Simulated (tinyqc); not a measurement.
# p-n diode with diffusion and depletion-layer recombination, step by step

Computed by the program tinyqc: `OMP_NUM_THREADS=1 python tinyqc.py 2260009 2260010 out.jsonl`, one thread of a shared Intel Xeon 2.30GHz, about 0.01 s for the whole run. Printed values are rounded.

Abrupt junction in the depletion approximation, low injection, full ionisation, neutral widths fixed, ohmic contact on the p side. Vj is the junction voltage; where a series resistance Rs is given, V = Vj + J Rs is the terminal voltage.

Parameters, values chosen for the exercise; band and dielectric values those of a made-up semiconductor:

| symbol | value | unit | meaning |
|---|---|---|---|
| T | 400 | K | temperature |
| Eg | 2.89 | eV | band gap |
| eps_r | 10.1 |  | relative permittivity |
| Nc | 2.49e19 | cm^-3 | conduction-band density of states at T |
| Nv | 3.51e19 | cm^-3 | valence-band density of states at T |
| Na | 6.7e17 | cm^-3 | acceptor density |
| Nd | 1.2e17 | cm^-3 | donor density |
| mun | 280 | cm^2/(V s) | electron mobility in the p side |
| mup | 55 | cm^2/(V s) | hole mobility in the n side |
| tn | 2e-8 | s | electron lifetime |
| tp | 2e-7 | s | hole lifetime |
| wp | 0.5 | um | neutral width of the p side |
| wn | 29 | um | neutral width of the n side |
| Sp | 1e7 | cm/s | recombination velocity at the n contact |
| Rs | 0.00063 | ohm cm^2 | series resistance |
| Et | 0.05 | eV | trap level above the intrinsic level |
| Vj | 1.58 | V | junction voltage at which recombination is evaluated |
| V | 2.88 | V | terminal voltage |

Constants: q = 1.602176634e-19 C, kB = 1.380649e-23 J/K, Vt = kB T/q, eps0 = 8.8541878128e-14 F/cm where lengths are in cm. Results are converted to the units shown.

Range of the model: At the terminal voltage used the injected minority density exceeds a tenth of the lighter doping, so the low-injection formulas overstate the current.

## Diffusion lengths and saturation currents

ni = sqrt(Nc Nv) exp(-Eg/(2 Vt)), Eg in volts; D = mu Vt; Ln = sqrt(Dn tn), Lp = sqrt(Dp tp); J0n = q ni^2 Dn coth(wp/Ln)/(Ln Na); J0p = (q ni^2 Dp/(Lp Nd)) (s + tanh(wn/Lp))/(1 + s tanh(wn/Lp)), s = Sp Lp/Dp.

ni = 18.3888 cm^-3
Ln = 4.39350 um
Lp = 6.15762 um
J0n = 1.56760e-29 A/cm^2
J0p = 1.39025e-30 A/cm^2

wp/Ln = 0.11 and wn/Lp = 4.7; electrons carry 91.9 % of the diffusion current.

## Recombination in the depleted layer

ni = sqrt(Nc Nv) exp(-Eg/(2 Vt)), Eg in volts. Vbi = Vt ln(Na Nd/ni^2), W = sqrt(2 eps0 eps_r (Vbi - Vj)(1/Na + 1/Nd)/q), xp = W Nd/(Na + Nd), xn = W Na/(Na + Nd); u(x) = q Na (x + xp)^2/(2 eps0 eps_r) for x < 0 and Vbi - Vj - q Nd (xn - x)^2/(2 eps0 eps_r) for x > 0; p = Na exp(-u/Vt), n = Nd exp((u - Vbi + Vj)/Vt); U = ni^2 (exp(Vj/Vt) - 1)/(tp (n + ni exp(Et/Vt)) + tn (p + ni exp(-Et/Vt))); J_scr = q times the integral of U from -xp to xn. Trapezoid rule on 16 equal steps.

W = 104.189 nm
x, point 0 to 16 (nm): [-15.8261, -9.3143, -2.8025, 3.7093, 10.2210, 16.7328, 23.2446, 29.7564, 36.2682, 42.7800, 49.2918, 55.8036, 62.3154, 68.8272, 75.3390, 81.8508, 88.3626]
u, point 0 to 16 (V): [0.000000, 0.025450, 0.101800, 0.219313, 0.333268, 0.438106, 0.533829, 0.620434, 0.697924, 0.766297, 0.825553, 0.875694, 0.916717, 0.948625, 0.971416, 0.985090, 0.989649]
n, point 0 to 16 (cm^-3): [40752.9, 85273.3, 7.81230e5, 2.36254e7, 6.44389e8, 1.34914e10, 2.16822e11, 2.67478e12, 2.53286e13, 1.84108e14, 1.02724e15, 4.39958e15, 1.44640e16, 3.65010e16, 7.07063e16, 1.05136e17, 1.2e17]
p, point 0 to 16 (cm^-3): [6.7e17, 3.20199e17, 3.49505e16, 1.15572e15, 4.23726e13, 2.02384e12, 1.25930e11, 1.02081e10, 1.07801e9, 1.48306e8, 2.65803e7, 6.20614e6, 1.88775e6, 7.48047e5, 3.86167e5, 2.59706e5, 2.27537e5]
U, point 0 to 16 (cm^-3 s^-1): [2.03764e12, 4.26367e12, 3.90615e13, 1.18127e15, 3.22146e16, 6.32411e17, 5.95089e17, 5.10211e16, 5.39002e15, 7.41532e14, 1.32902e14, 3.10307e13, 9.43874e12, 3.74023e12, 1.93083e12, 1.29853e12, 1.13768e12]
J_scr = 1.37536e-7 A/cm^2

With 2000 steps J_scr = 1.545e-7 A/cm^2; the coarse value is 11 % below it. U is largest at x = 16.7 nm among these points; the peak lies where tp n = tn p. On the fine grid U peaks at 1.306e18 cm^-3 s^-1, and J_scr/(q U_max) is 7.09 % of W, the effective width of the recombining zone.

## Starting value

Vj = V/2.

Vj at the start = 1.44 V

## Iteration 1: new Vj

J0 = J0n + J0p = 1.70662e-29 A/cm^2

Diffusion current alone: J = J0 (exp(Vj/Vt) - 1), g = Vj + J Rs - V, g' = 1 + Rs J0 exp(Vj/Vt)/Vt, Vj(new) = Vj - g/g'.

J = 2.37323e-11 A/cm^2
g = -1.44 V
g' = 1
Vj after iteration 1 = 2.88 V

## Iteration 2: new Vj

As before.

J = 3.30020e7 A/cm^2
g = 20791.3 V
g' = 6.03183e5
Vj after iteration 2 = 2.84553 V

## Iteration 3: new Vj

As before.

J = 1.21408e7 A/cm^2
g = 7648.66 V
g' = 2.21900e5
Vj after iteration 3 = 2.81106 V

## Course of the iteration

Stop when the step is below 1e-10 V, or after 80 iterations.

Course of the iteration:
```
iteration  Vj before the step (V)  step (V)
1                            1.44      1.44
2                            2.88   -0.0345
3                         2.84553   -0.0345
4                         2.81106   -0.0345
5                         2.77659   -0.0345
6                         2.74213   -0.0345
7                         2.70768   -0.0344
8                         2.67326   -0.0343
9                         2.63895   -0.0340
10                        2.60498   -0.0330
11                        2.57200   -0.0302
12                        2.54179   -0.0235
13                        2.51826   -0.0121
14                        2.50618  -2.48e-3
15                        2.50370  -8.55e-5
16                        2.50361  -9.73e-8
17                        2.50361   < 1e-12
```

Converged in 17 iterations. In 8 iterations the step is within 3 % of -Vt = -34.5 mV: far above the solution the exponential dominates and a Newton step lowers its exponent by one.
